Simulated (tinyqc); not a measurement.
# Floating body of a partially depleted SOI transistor: body voltage and kink: what changes with what

Source at 0 V. Channel current Ic = 2 nf K Vt^2 [F(0) - F(Vd)](1 + la Vd), F(V) = ln^2(1 + exp((Vg - VT - nf V)/(2 nf Vt))), VT = VT0 - gb Vb. Saturation voltage Vs = 2 Vt sqrt(F(0)) + 3 Vt, excess Ve = (Vd - Vs + sqrt((Vd - Vs)^2 + 0.0004 V^2))/2, multiplication M1 = Ai Ve exp(-Bl/Ve). Each junction passes D(v) = J1 (exp(v/Vt) - 1) + J2 (exp(v/(2 Vt)) - 1). Bipolar current Ib = bb J1 (exp(Vb/Vt) - 1). The body settles where M1 (Ic + Ib) = D(Vb) + D(Vb - Vd) + Vb/Rb; drain current Id = (1 + M1)(Ic + Ib) - D(Vb - Vd).

Values chosen for this exercise; values of the order met in partially depleted silicon-on-insulator transistors: temperature T = 358 K; threshold at zero body voltage VT0 = 0.4 V; fall of the threshold per volt of body voltage gb = 0.15; slope factor nf = 1.25; gain factor per width K = 100 uA/(V^2 um); channel-length modulation factor la = 0.09 1/V; impact-ionisation prefactor Ai = 3.37 1/V; impact-ionisation voltage Bl = 6.2 V; diffusion saturation current of each junction J1 = 1.8e-11 uA/um; recombination saturation current of each junction J2 = 1.3e-7 uA/um; gain of the lateral bipolar transistor on the diffusion current bb = 1; resistance of a weak body tie to the source (1e9 stands for no tie, and the term is then dropped) Rb = 6e5 kohm um; gate voltage Vg = 0.31 V; drain voltage Vd = 1.6 V.

Constants: q = 1.602176634e-19 C, kB = 1.380649e-23 J/K, Vt = kB T/q. Results are converted to the units shown.

Each table varies one quantity; the others keep the values above.

## Output curve and kink

Rows with more than one solution for Vb (latch) are left out; dId/dVd by a forward difference over 1e-4 V, swing = 1e-4 V over the change of log10 Id; M1 under 1e-12 is printed as 0.

Output curve and kink:
```
Vd (V),Vb (V),M1,"Id, floating (uA/um)","Id, grounded (uA/um)",ratio,"dId/dVd, floating (uS/um)","dId/dVd, grounded (uS/um)"
0.6,1.378e-4,5.418e-6,0.01843,0.01842,1.000,0.001681,0.001576
0.8,0.003422,2.944e-4,0.01896,0.01874,1.012,0.004841,0.001653
1,0.03654,0.002823,0.02163,0.01911,1.132,0.02949,0.002063
1.2,0.4282,0.01128,0.07776,0.01961,3.966,0.6193,0.003076
1.4,0.5648,0.03198,0.1219,0.02038,5.981,0.1403,0.004787
1.6,0.6081,0.07151,0.1503,0.02156,6.972,0.1542,0.007129
1.8,0.6377,0.1345,0.1867,0.02327,8.025,0.2176,0.009965
2,0.6617,0.2241,0.2414,0.02557,9.438,0.3426,0.01315
2.2,0.6834,0.3420,0.3320,0.02854,11.63,0.5949,0.01657
```

Read the table: what changes, and by how much?

Vb rises from 1.38e-4 to 0.683 V and the ratio of the currents rises from 1.00 to 11.6. The output conductance with a floating body exceeds the grounded value by the largest factor among the rows, 201, at Vd = 1.2 V, where Vb = 0.428 V and M1 = 0.0113.

## Transfer curve and swing

Same model as above.

Results:
```
Vg (V),Vb (V),M1,"Id, floating (uA/um)","Id, grounded (uA/um)",ratio,"swing, floating (mV/decade)","swing, grounded (mV/decade)"
-0.05,1.935e-4,0.08308,2.646e-6,2.644e-6,1.001,93.47,93.52
0.05,0.001618,0.08294,3.369e-5,3.348e-5,1.006,89.09,89.62
0.15,0.02155,0.08244,4.708e-4,4.337e-4,1.086,83.24,90.56
0.25,0.5428,0.07728,0.03561,0.005256,6.776,82.15,94.97
0.45,0.6744,0.05172,1.312,0.3315,3.956,208.1,145.7
0.55,0.6941,0.03751,3.244,1.237,2.622,310.6,213.7
0.65,0.7028,0.02585,6.100,3.039,2.007,425.9,307.7
0.75,0.7049,0.01696,9.827,5.781,1.700,545.1,415.7
```

Estimate the missing row, Vg = 0.35 V.

Computed row:
```
Vg (V),Vb (V),M1,"Id, floating (uA/um)","Id, grounded (uA/um)",ratio,"swing, floating (mV/decade)","swing, grounded (mV/decade)"
0.35,0.6343,0.06647,0.3231,0.05182,6.235,131.9,109.1
```

With this row back in the table: Vb rises from 1.94e-4 to 0.705 V. The smallest swing among the rows is 82.2 mV a decade with a floating body (at Vg = 0.25 V) and 89.6 with a grounded one; Vt ln 10 = 71.0. The floating swing is smaller by more than 3 % for Vg = 0.15, 0.25 V, where the rising Vb lowers the threshold as Vg rises. In the first row the floating body raises the current by a factor of 1.00.

Range of the model: The multiplication law is an empirical form chosen for the exercise; self-heating and capacitive coupling to the body are left out, and the linear laws are rough once Vb passes about 0.7 V or M1 about 0.1.

Program tinyqc, `OMP_NUM_THREADS=1 python tinyqc.py 2182215 2182216 out.jsonl`; Intel Xeon 2.30GHz, shared host, one thread, about 0.2 s.
